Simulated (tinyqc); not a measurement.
Worked calculation: effective mass of the light-hole band from tabulated energies. Values are carried at full precision from step to step, so a last printed digit may differ when a step is redone from the rounded ones.

c = hbar^2/2m0.
Constants: hbar^2/2m0 = 3.80998211 eV angstrom^2; kB = 8.617333262e-05 eV/K.

Values chosen for the exercise (out of a larger set: band of an eight-band Kane model near GaSb; not measured data): T = 77 K (temperature).

## Finite differences

Energies along [110], from the band edge downward:

| k (1/angstrom) | E (meV) |
|---|---|
| 0.00000 | 0.0000 |
| 0.00640 | 3.8389 |
| 0.01280 | 15.0883 |
| 0.01920 | 33.0139 |
| 0.02560 | 56.5789 |
| 0.03200 | 84.6253 |
| 0.03840 | 116.0122 |
| 0.04480 | 149.6957 |
| 0.05120 | 184.7631 |

reference mass (curvature of the model at k = 0.0001 1/angstrom) = 0.04041 m0

The band is even in k. m = c k^2/E(k) from the points 1, 2, 4 (k = 0 is point 0); Richardson from points 1 and 2: c/m = [16 E(k1) - E(k2)]/(12 k1^2).

m from points 1, 2, 4 (m0): 0.04065  0.04137  0.04413

m by Richardson = 0.04042 m0

Errors against the reference: +0.60, +2.38 and +9.21 % and +0.02 %. The extrapolation removes the k^4 term.

## Least squares over all points

Fit E = a k^2 (a = sum k^2 E/sum k^4), then E = a k^2 + b k^4 from the normal equations; E in eV; m = c/a.

sums of k^4, k^6, k^8: 1.4717e-05  3.0715e-08  6.9481e-11

sums of k^2 E, k^4 E: 0.0010944  2.2429e-06

a, one term = 74.363 eV angstrom^2

a and b, two terms: 90.35  -7660

m, one and two terms (m0): 0.05124  0.04217

The parabola over all points errs by +26.8 % because the weights k^4 favour the outer points; the second term brings the error to +4.4 %.

## The non-parabolic form

E (1 + alpha E) = c k^2/m means that y = c k^2/E is a straight line in E with intercept m and slope m alpha. Fit the line by unweighted least squares over points 1 to 8, E in eV.

y (m0): 0.04065  0.04137  0.04254  0.04413  0.04610  0.04843  0.05108  0.05406

m = 0.04013 m0
alpha = 1.832 1/eV

The intercept errs by -0.69 %. For this band the scale of alpha is set by Dso = 0.771 eV as well as by the gap.

## Which mass for which use

From the fitted m and alpha: momentum mass at energy E, m (1 + 2 alpha E); curvature mass m (1 + 2 alpha E)^3; thermal factors to first order in alpha kT: density of states Nc (1 + 15 alpha kT/4), conductivity mass m (1 + 5 alpha kT). Take E = 3 kT/2.

alpha kT = 0.0122
momentum mass = 0.04159 m0
curvature mass = 0.04468 m0
factor on Nc = 1.0456
thermal conductivity mass = 0.04257 m0

alpha kT is small, so first order serves. For a warped valence band one direction does not stand for the whole band.

## Checks

- Two-term fit by normal equations against a least-squares routine: both 90.3498.

Computed by tinyqc, a small Python program: `OMP_NUM_THREADS=1 python tinyqc.py 1880082 1880083 out.jsonl` (the numbers bound the seed that draws the inputs); one thread of a shared host (Intel(R) Xeon(R) Processor @ 2.30GHz), about 0.01 s for the whole set of steps.
